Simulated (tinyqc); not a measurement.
Ionisation and resistivity against doping: donors with valley-orbit split 1s states.

Each donor binds at most one electron, in any of its states. For a site s, W_s = sum over its states of g exp(E/kT), and the ionised share is 1/(1 + W_s exp(eta)), eta = (EF - Ec)/kT; n = Nc F_1/2(eta); neutrality n + NA = ND x (mean ionised share); holes are neglected. Nc from N = 2 (m kB T/(4 pi c))^(3/2) with c = hbar^2/2m0, in 1/angstrom^3; times 1e24 for 1/cm^3, m = md. F_j(eta) = (1/Gamma(j + 1)) integral_0^infinity x^j dx/(1 + exp(x - eta)), which tends to exp(eta) for eta << 0.

Mobility (Caughey-Thomas form): mu = mu0 + (mu1 (T/300)^(-ga) - mu0)/(1 + ((ND + NA)/Nr)^de); rho = 1/(e n mu), e = 1.602176634e-19 C.

Constants: hbar^2/2m0 = 3.80998211 eV angstrom^2; kB = 8.617333262e-05 eV/K.

Parameters, chosen for this exercise (near those of Sb in Si; the results hold for these values, not for the real material): md = 1.083 m0 (density-of-states mass of the conduction band); E = (42.5, 32.4, 29.6) meV (binding energies of 1s(A1), 1s(T2), 1s(E)); g = (2, 6, 4) (their degeneracies with spin); T = 225 K; mu0 = 61 cm^2/(V s) (mobility at heavy doping); mu1 = 1333 cm^2/(V s) (mobility at light doping and 300 K); Nr = 8.7e+16 1/cm^3 (reference doping); de = 0.72 (doping exponent); ga = 2.3 (temperature exponent).

NA = 0.

Results:
```
ND (1/cm^3)  n (1/cm^3)   n/ND  mu (cm^2/(V s))  rho (ohm cm)  rho at full ionisation
1.0e+14        1.00e+14  1.000             2564          24.3                    24.3
1.0e+15        9.96e+14  0.996             2486          2.52                    2.51
1.0e+16        9.65e+15  0.965             2145         0.301                   0.291
3.0e+16        2.72e+16  0.908             1783         0.128                   0.117
1.0e+17        7.76e+16  0.776             1259        0.0639                  0.0496
3.0e+17        1.80e+17  0.599              795        0.0437                  0.0262
1.0e+18        4.00e+17  0.400              432        0.0361                  0.0145
2.0e+18        6.09e+17  0.304              300        0.0342                  0.0104
```

From 1e16 to 1e18 1/cm^3 rho falls by a factor 8.35, not 100: the mobility takes a factor 4.97 and incomplete ionisation 2.41. n/ND is below 0.9 from 1e+17 1/cm^3 on. From a few times 1e18 1/cm^3 on, depending on the dopant, the levels merge with the band, and already below that screening lowers the binding energy, so the last rows understate n.

Computed by tinyqc, a small Python program: `OMP_NUM_THREADS=1 python tinyqc.py 1650671 1650672 out.jsonl` (the numbers bound the seed that draws the inputs); one thread of a shared host (Intel(R) Xeon(R) Processor @ 2.30GHz), about 0.02 s for the whole set of steps.
